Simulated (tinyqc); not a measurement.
Worked calculation: RHF in the sto-3g basis, for H6, spin multiplicity 1. One step of it, computed by the program tinyqc.

Question. Iteration 10 (converged): orbitals. Diagonalise F' = X^T F X, C = X C', fill 3 alpha and 3 beta electrons from the bottom; D = 2 C_occ C_occ^T. Each column has its largest component positive (the first on a tie).

converged F (hartree), lower triangle:
```
           1H 1s      2H 1s      3H 1s      4H 1s      5H 1s      6H 1s
1H 1s  -0.273160
2H 1s  -0.506511  -0.314764
3H 1s  -0.101851  -0.262782  -0.317910
4H 1s  -0.005646  -0.101344  -0.509751  -0.317788
5H 1s   0.001097  -0.008708  -0.101172  -0.262394  -0.314638
6H 1s  -0.003128   0.001095  -0.005631  -0.101682  -0.506505  -0.273157
```

X:
```
               1          2          3          4          5         6
1H 1s   0.457802  -0.702548   0.599771  -0.417395  -0.380922  0.207625
2H 1s  -0.708632   0.804270  -0.406789  -0.239646  -0.398177  0.289914
3H 1s   0.954483  -0.236715  -0.588976   0.423587  -0.112812  0.368045
4H 1s  -0.953726  -0.237766   0.589170   0.423876   0.113004  0.367860
5H 1s   0.706955   0.805413   0.406599  -0.239375   0.398793  0.289404
6H 1s  -0.456752  -0.703545  -0.599422  -0.416957   0.381500  0.207245
```

Give: F' = X^T F X; orbital energies; coefficients C; D after iteration 10.

Answer.

F' = X^T F X (hartree), lower triangle:
```
         1       2       3        4        5        6
1   0.8551
2   0.0000  0.5649
3   0.0122  0.0000  0.3141
4  -0.0001  0.0514  0.0000  -0.4088
5  -0.0320  0.0000  0.0142   0.0000  -0.5248
6   0.0000  0.0120  0.0000  -0.0041   0.0000  -0.6115
```

orbital energies (hartree): MO1 -0.6117, MO2 -0.5258, MO3 -0.4114, MO4 0.3141, MO5 0.5677, MO6 0.8561

coefficients C:
```
          MO1      MO2      MO3      MO4      MO5      MO6
1H 1s  0.2059  -0.3804  -0.3848   0.5830  -0.7214   0.4793
2H 1s  0.2754  -0.4074  -0.2882  -0.3986   0.7935  -0.7079
3H 1s  0.3804  -0.0803   0.4267  -0.6112  -0.2106   0.9437
4H 1s  0.3801   0.0806   0.4268   0.6114  -0.2113  -0.9430
5H 1s  0.2747   0.4081  -0.2879   0.3983   0.7945   0.7065
6H 1s  0.2054   0.3811  -0.3844  -0.5826  -0.7223  -0.4784
```

D after iteration 10, lower triangle:
```
         1H 1s    2H 1s    3H 1s    4H 1s   5H 1s   6H 1s
1H 1s   0.6704
2H 1s   0.6452   0.6498
3H 1s  -0.1107   0.0289   0.6663
4H 1s  -0.2333  -0.1024   0.6405   0.6664
5H 1s   0.0241  -0.0154  -0.1022   0.0289  0.6498
6H 1s   0.0905   0.0241  -0.2330  -0.1106  0.6452  0.6704
```
